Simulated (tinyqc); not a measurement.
Worked calculation: plane-wave Kohn-Sham cycle with exchange-only LDA in a layered model solid. One step of it, computed by the program tinyqc.

Question. Iteration 2: Hamiltonian at one k. H(m,m') = (k + G_m)^2/2 delta + V(G_m - G_m'), with V(-G) = V(G).

A solid whose potential varies along x alone (atomic units):
```
parameter                      value
period a                   14.500000
cross-section of the cell  33.000000
electrons per cell                 2
grid points                       16
plane waves -n..n, n               3
k points                           4
V1 in V1 cos(2 pi x/a)     -0.460000
```

V(G_m), m = 0, 1, 2, ... (hartree): -0.158615  -0.228489  0.000221  -0.000194  -0.000118  -0.000027  -0.000001

k = 0.125000 2 pi / a

Give: H.

Answer.

H (hartree), lower triangle:
```
        -3      -2      -1      +0      +1      +2     +3
-3   0.617
-2  -0.228   0.171
-1   0.000  -0.228  -0.087
+0   0.000   0.000  -0.228  -0.157
+1   0.000   0.000   0.000  -0.228  -0.040
+2   0.000   0.000   0.000   0.000  -0.228   0.265
+3   0.000   0.000   0.000   0.000   0.000  -0.228  0.758
```
